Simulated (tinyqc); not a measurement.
# Reverse leakage of an n+-p junction: diffusion, generation, trap-assisted and band-to-band tunnelling: what changes with what

One-sided abrupt junction in the depletion approximation, x from the junction (0) to W on the p side, field F = F0 (1 - x/W). Flat quasi-Fermi levels, long p side. Traps generate through SRH with both lifetimes shortened by 1 + Gamma (Hurkx enhancement, form for moderate fields); band-to-band generation is local and needs a total bending above Eg.

Parameters, values chosen for the exercise; band and dielectric values close to those of silicon: temperature T = 400 K; band gap Eg = 1.14 eV; relative permittivity eps_r = 11.7; conduction-band density of states at T Nc = 4.37e19 cm^-3; valence-band density of states at T Nv = 4.14e19 cm^-3; acceptor density of the lighter side Na = 4e17 cm^-3; donor density of the heavier side Nd = 1e19 cm^-3; SRH lifetime of both carriers at zero field tau = 7e-7 s; trap level above the intrinsic level Et = 0 eV; tunnelling mass mt = 0.27 m0; electron diffusion coefficient on the lighter side Dn = 21 cm^2/s; band-to-band prefactor Ab = 3.7e14 cm^-0.5 V^-2.5 s^-1; band-to-band field constant Bb = 1.94e7 V/cm; reverse bias VR = 0.7 V.

Constants: q = 1.602176634e-19 C, kB = 1.380649e-23 J/K, hbar = 1.054571817e-34 J s, m0 = 9.1093837015e-31 kg, Vt = kB T/q, eps0 = 8.8541878128e-14 F/cm where lengths are in cm. Results are converted to the units shown.

Each table varies one quantity; the others keep the values above.

## Leakage components against the SRH lifetime of both carriers at zero field

ni = sqrt(Nc Nv) exp(-Eg/(2 Vt)), Eg in volts; Vbi = Vt ln(Na Nd/ni^2); W = sqrt(2 eps0 eps_r (Vbi + VR)/(q Na)); F0 = 2 (Vbi + VR)/W; FG = sqrt(24 mt m0 (kB T)^3)/(q hbar); J_diff = q ni^2 sqrt(Dn/tau)(1 - exp(-VR/Vt))/Na. u = (Vbi + VR)(1 - x/W)^2, p = Na exp(-u/Vt), n = Nd exp((u - Vbi - VR)/Vt); G0 = ni^2 (1 - exp(-VR/Vt))/(tau (n + p + 2 ni cosh(Et/Vt))); Gamma = 2 sqrt(3 pi)(F/FG) exp((F/FG)^2); trap-assisted part G0 Gamma; G_bb = Ab F^2.5 exp(-Bb/F) with F in V/cm, zero unless Vbi + VR > Eg, and counted as zero under 1 cm^-3 s^-1. Currents are q times the integrals over 0 to W; J_bb under 1e-8 of J is printed as 0; rows with F0/FG above 2.2, beyond the range of this Gamma, are left out.

The same in every row: F0 (kV/cm) = 449; F0/FG = 0.761; J_bb (A/cm^2) = 0.

Leakage components against the SRH lifetime of both carriers at zero field:
```
tau (s)	J_diff (A/cm^2)	J_SRH (A/cm^2)	J_TAT (A/cm^2)	J (A/cm^2)	largest part
1e-10	1.44e-6	0.00568	0.0229	0.0286	trap-assisted tunnelling
1e-9	4.55e-7	5.68e-4	0.00229	0.00286	trap-assisted tunnelling
1e-8	1.44e-7	5.68e-5	2.29e-4	2.86e-4	trap-assisted tunnelling
1e-7	4.55e-8	5.68e-6	2.29e-5	2.86e-5	trap-assisted tunnelling
1e-6	1.44e-8	5.68e-7	2.29e-6	2.87e-6	trap-assisted tunnelling
1e-5	4.55e-9	5.68e-8	2.29e-7	2.91e-7	trap-assisted tunnelling
0.0001	1.44e-9	5.68e-9	2.29e-8	3.00e-8	trap-assisted tunnelling
```

J falls from 0.0286 to 3.00e-8 A/cm^2. Trap-assisted tunnelling leads at tau = 1e-10 and in all other rows. J_SRH and J_TAT go as 1/tau and J_diff as tau^(-1/2); J_bb does not depend on it.

## Leakage components against the acceptor density of the lighter side

Same model as above.

Leakage components against the acceptor density of the lighter side:
```
Na (cm^-3)	F0 (kV/cm)	F0/FG	J_diff (A/cm^2)	J_SRH (A/cm^2)	J_TAT (A/cm^2)	J_bb (A/cm^2)	J (A/cm^2)	largest part
1e16	68.2	0.116	6.88e-7	5.74e-6	2.51e-6	0	8.94e-6	SRH generation
2.4e16	107	0.181	2.87e-7	3.60e-6	2.53e-6	0	6.41e-6	SRH generation
5.6e16	164	0.279	1.23e-7	2.29e-6	2.58e-6	0	5.00e-6	trap-assisted tunnelling
1.3e17	253	0.429	5.29e-8	1.47e-6	2.71e-6	0	4.23e-6	trap-assisted tunnelling
3.2e17	401	0.679	2.15e-8	9.13e-7	3.09e-6	0	4.03e-6	trap-assisted tunnelling
7.5e17	619	1.05	9.17e-9	5.83e-7	4.24e-6	6.48e-11	4.83e-6	trap-assisted tunnelling
1.8e18	967	1.64	3.82e-9	3.68e-7	9.71e-6	1.52e-5	2.53e-5	band-to-band tunnelling
```

J goes from 8.94e-6 through a minimum of 4.03e-6 (at Na = 3.2e17 among the rows listed) to 2.53e-5 A/cm^2. SRH generation leads at Na = 1e16, trap-assisted tunnelling from 5.6e16, band-to-band tunnelling from 1.8e18 on. The ratio J_TAT/J_SRH goes from 0.436 to 26.4 as F0/FG goes from 0.116 to 1.64.

Computed by the program tinyqc: `OMP_NUM_THREADS=1 python tinyqc.py 2290116 2290117 out.jsonl`, one thread of a shared Intel Xeon 2.30GHz, about 0.01 s for the whole run.
